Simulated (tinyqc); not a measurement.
Depth and level of a trap from the time ratio.

Inverse problem. For an oxide trap tc/te = exp(E/Vt) with E = E0 - dpsi - (xt/tox)(Vg - VT - dpsi), dpsi being the rise of the surface potential above its value at threshold. Find xt and E0, and the depth that would be read if dpsi were ignored.

Inputs (values chosen for the exercise): temperature T = 200 K; insulator thickness tox = 2 nm.

Constants: q = 1.602176634e-19 C, kB = 1.380649e-23 J/K, Vt = kB T/q. Results are converted to the units shown.

Vg - VT (V): [-0.03, 0.12]
tc/te: [6.3752634, 0.050087028]
dpsi (V): [-0.018213043, 0.034745219]

Solution. E + dpsi is a straight line in the oxide voltage Vg - VT - dpsi with slope -xt/tox and intercept E0. Ignoring dpsi assigns the motion of the bands to the trap and overstates its depth.

xt = 0.6300 nm
E0 = 0.01000 eV
depth read without dpsi = 1.114 nm

Program tinyqc, `OMP_NUM_THREADS=1 python tinyqc.py 2710124 2710125 out.jsonl`; Intel Xeon 2.30GHz, shared host, one thread, about 0.01 s.
